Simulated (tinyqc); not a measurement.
Worked calculation: plane-wave Kohn-Sham cycle with exchange-only LDA in a layered model solid. One step of it, computed by the program tinyqc.

Question. Iteration 2: Hamiltonian at one k. H(m,m') = (k + G_m)^2/2 delta + V(G_m - G_m'), with V(-G) = V(G).

A solid whose potential varies along x alone (atomic units):
```
parameter,value
period a,5.600000
cross-section of the cell,31.000000
electrons per cell,2
grid points,16
"plane waves -n..n, n",3
k points,1
V1 in V1 cos(2 pi x/a),-0.110000
```

V(G_m), m = 0, 1, 2, ... (hartree): -0.222219  -0.052468  -0.000255  0.000002  0.000001  0.000000  0.000000

k = 0.000000 2 pi / a

Give: H.

Answer.

H (hartree):
```
,-3,-2,-1,+0,+1,+2,+3
-3,5.4427,-0.0525,-0.0003,0.0000,0.0000,0.0000,0.0000
-2,-0.0525,2.2955,-0.0525,-0.0003,0.0000,0.0000,0.0000
-1,-0.0003,-0.0525,0.4072,-0.0525,-0.0003,0.0000,0.0000
+0,0.0000,-0.0003,-0.0525,-0.2222,-0.0525,-0.0003,0.0000
+1,0.0000,0.0000,-0.0003,-0.0525,0.4072,-0.0525,-0.0003
+2,0.0000,0.0000,0.0000,-0.0003,-0.0525,2.2955,-0.0525
+3,0.0000,0.0000,0.0000,0.0000,-0.0003,-0.0525,5.4427
```
